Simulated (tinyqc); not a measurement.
Order-disorder in a binary alloy on two sublattices: Bragg-Williams and pair (quasi-chemical) approximations. Changing the temperature T. Computed by tinyqc, a small Python program. Command: `OMP_NUM_THREADS=1 python tinyqc.py 3003163 3003164 out.jsonl order sweep`. One thread of a shared host (Intel(R) Xeon(R) Processor @ 2.30GHz), about 0.01 s of CPU time with the checks.

All z = 8 neighbours of a site lie on the other sublattice. B fills the sublattices with x + eta/2 and x - eta/2; energies are per site, from the pure components: u = -z w y with y the probability of an A-B bond taken in one order.

Inputs (values chosen for the exercise, for a model alloy): ordering energy w = (e_AA + e_BB)/2 - e_AB = 13.7 meV; fraction x of B = 0.5.

Lattice: bcc (B2 order, z = 8). Method: Newton steps.

scattering factors f_A, f_B (electrons): [18, 68]

Constants: k_B = 8.617333262e-05 eV/K.

Method:
- Bragg-Williams: u = -z w [x (1 - x) + eta^2/4]; minimising f gives ln[a (1 - b)/(b (1 - a))] = 2 z w eta/(k_B T) =: ln Q, a = x + eta/2, b = x - eta/2. For given Q this is a quadratic for eta, (Q - 1) eta^2/4 - (Q + 1) eta/2 + (Q - 1) x (1 - x) = 0, smaller root: the map eta -> phi(eta).
- Newton steps on phi(eta) - eta, with the slope by central differences of 1e-6; start at 0.999 times 2x; stop when |phi - eta| < 1e-10.
- a = x + eta/2, b = x - eta/2; u = -z w [x (1 - x) + eta^2/4]; s/k_B = [s2(a) + s2(b)]/2, s2(c) = -c ln c - (1 - c) ln(1 - c); gain on ordering = f(eta) - f(0), f = u - T s. Superlattice over fundamental intensity = [eta (f_B - f_A)/2]^2/[(1 - x) f_A + x f_B]^2.

One run for each value; columns: (1) temperature T (K); (2) order parameter eta; (3) B fraction on the A sublattice; (4) entropy s (k_B/site); (5) gain on ordering (meV/site); (6) intensity ratio:
```
(1)      (2)      (3)      (4)          (5)      (6)
264  0.98256  0.00872  0.05002  -1.1822e+01  0.32634
308  0.96323  0.01839  0.09169  -9.4584e+00  0.31362
352  0.93376  0.03312  0.14543  -7.2762e+00  0.29472
396  0.89225  0.05388  0.20977  -5.3184e+00  0.26910
440  0.83628  0.08186  0.28329  -3.6223e+00  0.23640
484  0.76221  0.11890  0.36472  -2.2203e+00  0.19638
529  0.66104  0.16948  0.45506  -1.1197e+00  0.14770
573  0.52291  0.23854  0.54940  -3.9412e-01  0.09243
617  0.29524  0.35238  0.64891  -3.6190e-02  0.02946
```

Over the rows, order parameter eta falls from 0.983 to 0.295 (exponent d ln y / d ln x -0.13 between the first rows and -7.7 between the last); B fraction on the A sublattice rises from 0.00872 to 0.352 (exponent d ln y / d ln x 4.8 between the first rows and 5.3 between the last); entropy s (k_B/site) rises from 0.0500 to 0.649 (exponent d ln y / d ln x 3.9 between the first rows and 2.3 between the last). Near T_c mean-field theory gives eta^2 linear in T_c - T; from the last two rows eta^2 extrapolates to zero at 637.6 K, against T_c = 635.9 K.

Caution (rows 484, 529, 573, 617): T is near or above the T_c of the better pair approximation, so the true long-range order is lower than Bragg-Williams gives.
